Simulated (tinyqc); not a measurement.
Resistivity of narrow wires: free and nearly free electrons in a metal.

The cubic cell holds 4 atoms: n = 4 z/a^3, kF = (3 pi^2 n)^(1/3), EF = c kF^2/m, vF = 2 c kF/(m hbar), c = hbar^2/2m0; rs = (3/(4 pi n))^(1/3)/a0; D(EF) = 3 n/(2 EF).

Square wire of width w with grain size w: rho/rho0 = 1/(1 - 3 al/2 + 3 al^2 - 3 al^3 ln(1 + 1/al)) + (3/4) (1 - p) l/w, with al = (l/w) Rg/(1 - Rg) (Mayadas-Shatzkes plus the thick-wire form of Fuchs-Sondheimer); l = hbar kF/(n e^2 rho), e = 1.602176634e-19 C.

Constants: hbar^2/2m0 = 3.80998211 eV angstrom^2; hbar = 6.58211957e-16 eV s; a0 (Bohr radius) = 0.5291772105 angstrom.

Parameters, chosen for this exercise (near those of Au, whose d bands this model ignores; shifted at random, so the results belong to these values and not to a real crystal): a = 4.111 angstrom (fcc lattice constant); z = 1 (free electrons an atom); m = 0.99 m0 (mass); rho = 2.35 micro-ohm cm (bulk resistivity); p = 0 (specularity of the surfaces); Rg = 0.12 (reflection at grain boundaries).

Wires:
```
w (nm)     al  grain term (factor - 1)  surface term  rho (micro-ohm cm)
200     0.025                    0.037         0.136                2.76
100     0.049                    0.073         0.272                3.16
50      0.099                    0.144         0.544                3.97
30      0.165                    0.238         0.907                5.04
20      0.247                    0.353         1.360                6.38
14      0.353                    0.500         1.943                8.09
10      0.495                    0.693         2.720               10.37
7       0.707                    0.981         3.886               13.79
```

l = 36.27 nm

At 7 nm the resistivity is 5.87 times the bulk value; surfaces add more (0.98 from grains, 3.89 from surfaces). It passes twice the bulk value between 50 and 30 nm. The surface formula is meant for w above l = 36 nm, so the rows below that are rough.

(tinyqc, `OMP_NUM_THREADS=1 python tinyqc.py 1682015 1682016 out.jsonl`, Intel(R) Xeon(R) Processor @ 2.30GHz, 1 thread, shared host, about 0.01 s.)
